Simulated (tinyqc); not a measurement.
Two-valley model of the transferred-electron effect: one step, computed by the program tinyqc.

Both kinds of valley share one electron temperature T_e, and each has a constant mobility.

Problem. Does a domain form? Space charge grows at the rate n e |mu_d|/(eps eps_0) during the transit time L/v, with v the valley velocity; Kroemer's criterion asks n L > eps eps_0 v/(e |mu_d|). Transit frequency v/L.

Inputs (values chosen for the exercise, modelled on In0.53Ga0.47As):

| quantity | value | unit |
|---|---|---|
| lattice temperature T | 300 | K |
| doping n | 1.2e+16 | 1/cm^3 |
| device length L | 1.5 | micrometre |
| permittivity eps | 13.9 | - |

Solver: bisection.

valley velocity = 1.731248 1e7 cm/s

most negative differential mobility = -1183.688 cm^2/(V s)

Constants: eps_0 = 8.8541878128e-12 F/m; e = 1.602176634e-19 C.

Give: critical n L; n L of the device; transit frequency.

Solution.

critical n L = 1.1235e+11 1/cm^2

n L of the device = 1.80e+12 1/cm^2

transit frequency = 115.42 GHz

n L is 16.0 times the critical product: a domain can mature if the bias field lies in the region of negative slope.
